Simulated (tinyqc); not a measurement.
# Round nanowire with a gate all round, subbands and threshold shift from confinement: effects of single changes

Undoped body with a flat potential across it, hard walls, transport along x. One isotropic valley (g = 1, mx = my = mz = me). Non-parabolicity enters the subband edges through E (1 + al E) = gamma, so E = 2 gamma/(1 + sqrt(1 + 4 al gamma)); motion within a subband is taken as parabolic with the band-edge mass. Energies are counted from the bulk band edge.

Inputs (values chosen for the exercise); masses close to those of InAs:
```
symbol   value     unit                                                meaning
T          400        K                                            temperature
me      0.0225       m0                                  mass at the band edge
al           3     1/eV                                       non-parabolicity
t            8       nm                                               diameter
dl         0.2       nm  widening of the box by penetration into the insulator
Cg         3.8  uF/cm^2                 gate capacitance per area of interface
```

Constants: q = 1.602176634e-19 C, kB = 1.380649e-23 J/K, hbar = 1.054571817e-34 J s, m0 = 9.1093837015e-31 kg, Vt = kB T/q, hbar^2/(2 m0) = 0.0380998212 eV nm^2. Results are converted to the units shown.

Each table varies one quantity; the others keep the values above.

## Confinement against the diameter

gamma = C (2 z/(t + dl))^2 (1/my + 1/mz)/2, z the zeros of the Bessel functions J_l (2.404826, 3.831706, 5.135622, 5.520078, ...), twofold for l > 0; the mean inverse mass is an approximation for anisotropic valleys, C = hbar^2/(2 m0). Each subband has N_k = g sqrt(2 mx m0 kB T/(pi hbar^2)); without degeneracy n = exp(EF/Vt) sum N_k exp(-E_k/Vt). Classical value Nc times pi t^2/4, Nc = sum over valleys of 2 g (m m0 kB T/(2 pi hbar^2))^1.5 with m = (mx my mz)^(1/3). Threshold shift dVT = Vt ln(classical value/sum N_k exp(-E_k/Vt)). With degeneracy n = sum N_k F((EF - E_k)/Vt), F(x) = (1/sqrt(pi)) int_0^infinity u^(-1/2) du/(1 + exp(u - x)); gate: Vg = EF + q n/(Cg P), P = pi t, summed over the 60 lowest subbands at most, with Vg counted from the value that would put EF at the bulk band edge of an empty body. The last two columns are for Vg = 0.7 V; sensitivity d(dVT)/dt by central differences between 0.99 and 1.01 times the value.

Result of one run:

| t (nm) | E_1 (meV) | gap to the next edge (meV) | dVT (mV) | sensitivity (mV/nm) | n/P (cm^-2) | share of the lowest subband (%) |
|---|---|---|---|---|---|---|
| 3 | 974.8 | 665.5 | 820.7 | -326.1 | 2.946e8 | 100.0 |

What becomes of these results when the diameter t is changed from 3 to 6.1 nm, all else the same?

Result of the changed run:

| t (nm) | E_1 (meV) | gap to the next edge (meV) | dVT (mV) | sensitivity (mV/nm) | n/P (cm^-2) | share of the lowest subband (%) |
|---|---|---|---|---|---|---|
| 6.1 | 430.6 | 331.7 | 325.5 | -76.14 | 1.210e12 | 97.47 |

The whole series:

| t (nm) | E_1 (meV) | gap to the next edge (meV) | dVT (mV) | sensitivity (mV/nm) | n/P (cm^-2) | share of the lowest subband (%) |
|---|---|---|---|---|---|---|
| 3 | 974.8 | 665.5 | 820.7 | -326.1 | 2.946e8 | 100.0 |
| 3.8 | 751.9 | 530.4 | 614.2 | -204.0 | 1.146e11 | 100.0 |
| 4.8 | 575.0 | 421.8 | 453.3 | -126.5 | 8.959e11 | 99.99 |
| 6.1 | 430.6 | 331.7 | 325.5 | -76.14 | 1.210e12 | 97.47 |
| 7.7 | 320.2 | 260.8 | 231.0 | -45.49 | 1.848e12 | 59.79 |
| 9.8 | 231.3 | 201.5 | 158.6 | -25.91 | 2.433e12 | 39.37 |
| 12 | 173.2 | 160.6 | 114.0 | -15.71 | 3.060e12 | 26.66 |
| 16 | 111.8 | 114.1 | 70.57 | -7.378 | 3.933e12 | 16.04 |
| 20 | 77.83 | 85.68 | 48.70 | -4.012 | 4.645e12 | 10.91 |

As t grows from 3 to 20 nm, E_1 falls from 975 to 77.8 meV and dVT falls from 821 to 48.7 mV. E_1 goes as t^(-1.10) at the thin end (-2 for a parabolic band without penetration); a thickness error of 0.2 nm moves the threshold by 65 mV in the first row and 0.80 mV in the last. The charge per interface area rises from 2.95e8 to 4.65e12 cm^-2. For t = 7.7, 9.8, 12, 16, 20 the charge in the last two columns would bend the potential across the body by some 30 mV or more, which is left out.

## Charge and subband filling against gate voltage

Same model as above.

Each subband has N_k = g sqrt(2 mx m0 kB T/(pi hbar^2)). Cq = q dn/dEF.

Charge and subband filling against gate voltage:

| Vg (V) | EF - E_1 (eV) | n (cm^-1) | n/P (cm^-2) | share of the lowest subband (%) | Cq/(Cg P) | total C/(Cg P) |
|---|---|---|---|---|---|---|
| 0.15 | -0.1546 | 9013 | 3.586e9 | 99.86 | 0.004352 | 0.004333 |
| 0.27 | -0.03811 | 2.176e5 | 8.656e10 | 99.83 | 0.08690 | 0.07995 |
| 0.4 | 0.07467 | 1.244e6 | 4.949e11 | 99.21 | 0.1650 | 0.1416 |
| 0.52 | 0.1784 | 2.212e6 | 8.800e11 | 91.71 | 0.1854 | 0.1564 |
| 0.65 | 0.2774 | 4.060e6 | 1.615e12 | 63.03 | 0.4272 | 0.2993 |
| 0.77 | 0.3629 | 6.117e6 | 2.434e12 | 47.99 | 0.3626 | 0.2661 |
| 0.9 | 0.4567 | 8.278e6 | 3.294e12 | 39.84 | 0.4802 | 0.3244 |
| 1.02 | 0.5318 | 1.095e7 | 4.359e12 | 32.51 | 0.6805 | 0.4049 |
| 1.15 | 0.6091 | 1.410e7 | 5.609e12 | 27.05 | 0.6589 | 0.3972 |

What does the table show?

EF passes E_1 = 0.304 eV at Vg = 0.313 V. The share of the lowest subband falls from 99.9 to 27.0 % and the total capacitance moves up and down between 0.00433 and 0.405 of Cg P. Between the last two rows 59 % of the added gate voltage goes into raising EF. For Vg = 0.65, 0.77, 0.9, 1.02, 1.15 the charge would bend the potential across the body by some 30 mV or more, which is left out.

Range of the model: Non-parabolicity also makes carriers heavier within each subband, which is left out, so densities of states are understated at high energy.

Program tinyqc, `OMP_NUM_THREADS=1 python tinyqc.py 2350166 2350167 out.jsonl`; Intel Xeon 2.30GHz, shared host, one thread, about 0.1 s.
